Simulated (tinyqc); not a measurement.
Ballistic transport through the one-dimensional subbands of a rectangular nanowire or nanosheet channel: one step, computed by the program tinyqc. Command: `OMP_NUM_THREADS=1 python tinyqc.py 3010617 3010618 out.jsonl wire walk`. One thread of a shared host (Intel(R) Xeon(R) Processor @ 2.30GHz), about 0.03 s of CPU time with the checks.

Hard walls, parabolic subbands, transport along x. Energies are counted from the bulk conduction band edge at the top of the barrier, which the gate pulls down by U; the source Fermi level lies at the bulk edge when U = 0.

Question. Subbands. E_pq = (hbar^2 pi^2/2)(p^2/(m_y b^2) + q^2/(m_z a^2)); valley pairs: (m_x, m_y, m_z) = (m_t, m_t, m_l), (m_t, m_l, m_t), (m_l, m_t, m_t), each with degeneracy g = 2; the 10 lowest subbands are kept.

Inputs (values chosen for the exercise, modelled on silicon):
```
quantity        value  unit
light mass m_t   0.19   m_0
heavy mass m_l  0.906   m_0
height a            4    nm
width b           7.6    nm
```

Valleys: silicon [100] wire.

Constants: hbar^2/(2 m_0) = 3.80998212 eV angstrom^2; k_B = 8.617333262e-05 eV/K.

Give: Subbands.

Answer.

Subbands:
```
valley axis  p  q  E (meV)  m_x (m_0)
z            1  1     60.2      0.190
y            1  1    130.9      0.190
z            1  2    138.0      0.190
y            2  1    152.4      0.190
x            1  1    158.0      0.906
z            2  1    163.0      0.190
y            3  1    188.4      0.190
y            4  1    238.7      0.190
z            2  2    240.8      0.190
x            2  1    260.8      0.906
```
